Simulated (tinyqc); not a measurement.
# Band bending at a free surface with a continuum of surface states, surface photovoltage and Kelvin probe: what changes with what

n-type bulk, xi = Ec - EF = Vt ln(Nc/Nd), p0 = ni^2/Nd, ni = sqrt(Nc Nv) exp(-Eg/(2 Vt)), Eg in volts. b is the upward band bending, u = b/Vt. Space charge per area, in units of q: Qc = sign(b) sqrt((2 eps0 eps_r Vt/q) [(Nd + dn)(exp(-u) - 1) + Nd u + (p0 + dn)(exp(u) - 1)]), with dn the excess density under light (flat quasi-Fermi levels; 0 in the dark). The states hold -Ds (E0 - xi - b): negative while the Fermi level lies above the neutrality level. Neutrality: Qc + Qf + (charge of the states) = 0.

Values chosen for this exercise; band and dielectric values close to those of silicon: temperature T = 300 K; band gap Eg = 1.1 eV; relative permittivity eps_r = 11.9; conduction-band density of states at T Nc = 2.82e19 cm^-3; valence-band density of states at T Nv = 2.67e19 cm^-3; donor density Nd = 3.4e16 cm^-3; fixed positive charge at the surface Qf = 0 cm^-2; density of surface states Ds = 7.6e12 cm^-2 eV^-1; depth of their neutrality level below the conduction edge E0 = 0.59 eV.

Constants: q = 1.602176634e-19 C, kB = 1.380649e-23 J/K, Vt = kB T/q, eps0 = 8.8541878128e-14 F/cm where lengths are in cm. Results are converted to the units shown.

Each table varies one quantity; the others keep the values above.

## Pinning by the surface states

b solves the neutrality condition in the dark.

Result of one run:
```
Ds (cm^-2 eV^-1),b (V),xi + b (eV),Qc (cm^-2)
1.8e11,0.02803,0.2018,6.988e10
```

What becomes of these results when the density of surface states Ds is changed from 1.8e11 to 6.7e10 cm^-2 eV^-1, all else the same?

Result of the changed run:
```
Ds (cm^-2 eV^-1),b (V),xi + b (eV),Qc (cm^-2)
6.7e10,0.009846,0.1836,2.723e10
```

The whole series:
```
Ds (cm^-2 eV^-1),b (V),xi + b (eV),Qc (cm^-2)
2.4e10,0.003444,0.1772,9.907e9
6.7e10,0.009846,0.1836,2.723e10
1.8e11,0.02803,0.2018,6.988e10
5.1e11,0.08775,0.2615,1.675e11
1.4e12,0.2108,0.3846,2.876e11
3.9e12,0.3228,0.4966,3.644e11
1.1e13,0.3801,0.5538,3.980e11
2.9e13,0.4021,0.5759,4.102e11
8.1e13,0.4111,0.5849,4.151e11
```

b rises from 0.00344 to 0.411 V. The Fermi level moves towards E0 = 0.59 eV and is within 5.12 meV of it in the last row; it is half-way there at the Ds that solves Ds b = Qc(b) + Qf with b = (E0 - xi)/2, 1.37e12 cm^-2 eV^-1.

## Photovoltage against injection

Same model as above.

Under chopped light the surface charge keeps its dark value, so b falls to bL with Qc(bL, dn) = Qc(b, 0); the photovoltage is b - bL.

Photovoltage against injection:
```
dn (cm^-3),bL (V),photovoltage (mV),share of b removed (%)
3.8e7,0.3650,0.03909,0.01071
4.7e8,0.3645,0.4754,0.1302
5.9e9,0.3600,5.008,1.372
7.3e10,0.3383,26.74,7.325
9.1e11,0.2971,67.88,18.60
1.1e13,0.2470,118.0,32.33
1.4e14,0.1913,173.7,47.60
1.8e15,0.1330,232.0,63.57
2.2e16,0.07629,288.7,79.10
2.8e17,0.03027,334.7,91.71
```

The photovoltage rises from 0.0391 to 335 mV, towards the full b = 365 mV. Its steepest rise is 52.6 mV a decade (Vt ln 10 = 59.5 mV), and it reaches 91.7 % of b in the last row: even strong light does not flatten the bands fully, so a saturation reading understates b. For dn = 2.8e17 the injection is high, and a Dember voltage, left out here, adds to the signal.

tinyqc, about 0.01 s, one thread, Intel Xeon 2.30GHz (shared host): `OMP_NUM_THREADS=1 python tinyqc.py 2430020 2430021 out.jsonl`
